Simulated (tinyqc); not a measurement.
Resistance of a tapered via with liner, size effect and interface: two steps of the calculation.

A round via whose diameter grows from db at the bottom as D(z) = db + 2 z/tan(ang). The fill, of diameter D - 2 tl, starts above the bottom liner (thickness fb tl) and has rho = rho0 (1 + ks lam/(D - 2 tl)); the sidewall liner conducts in parallel with it. The bottom liner and the interface are crossed over the full area pi db^2/4. Spreading in the lines above and below is left out.

Values chosen for this exercise; fill metal close to copper: diameter at the bottom db = 29 nm; height hv = 95 nm; sidewall angle ang = 88 degrees; bulk resistivity of the fill rho0 = 1.64 uohm cm; mean free path of the fill lam = 41 nm; size-effect factor ks = 1.5; liner on the sidewall tl = 2 nm; liner at the bottom over that on the sidewall fb = 0.5; resistivity of the liner rl = 210 uohm cm; interface resistivity at the bottom ri = 1e-12 ohm cm^2; ballistic conductance per area, about 3/(4 rho0 lam) Sb = 1.1e15 S/m^2.

Question 1. Slices of the via. Slices between z0 = fb tl and hv, evaluated at their midpoints: conductance per length pi/4 [(D - 2 tl)^2/rho + (D^2 - (D - 2 tl)^2)/rl], slice resistance = slice height over that. 9 slices.

Give: z; D; rho; slice resistance.

Answer 1.

```
slice,z (nm),D (nm),rho (uohm cm),slice resistance (ohm)
0,6.222,29.43,5.605,1.142
1,16.67,30.16,5.495,1.058
2,27.11,30.89,5.390,0.9830
3,37.56,31.62,5.291,0.9150
4,48.00,32.35,5.197,0.8534
5,58.44,33.08,5.108,0.7975
6,68.89,33.81,5.023,0.7465
7,79.33,34.54,4.942,0.7001
8,89.78,35.27,4.865,0.6575
```

Question 2. Total resistance. R_fill = sum of the slices; R_bottom = rl fb tl/(pi db^2/4); R_interface = ri/(pi db^2/4); ballistic (Sharvin) limit 1/(Sb pi (db - 2 tl)^2/4); ideal cylinder rho0 hv/(pi db^2/4).

```
slice,slice resistance (ohm)
0,1.1419403
1,1.0583341
2,0.98303799
3,0.91502674
4,0.85342442
5,0.79747965
6,0.74654531
7,0.70006193
8,0.65754411
```

Wanted: parts; R; shares; ballistic limit; ideal cylinder.

Answer 2.

parts (ohm): fill 7.8534, bottom liner 3.1793, interface 0.15140
R = 11.184 ohm
shares (%): fill 70.219, bottom liner 28.427, interface 1.354
ballistic limit = 1.8520 ohm
ideal cylinder = 2.3587 ohm

The fill is the largest part, and R is 4.74 times the ideal cylinder. With 2000 slices R = 11.186 ohm.

Numbers from tinyqc (`OMP_NUM_THREADS=1 python tinyqc.py 2750162 2750163 out.jsonl`; about 0.01 s on one thread of a shared Intel Xeon 2.30GHz).
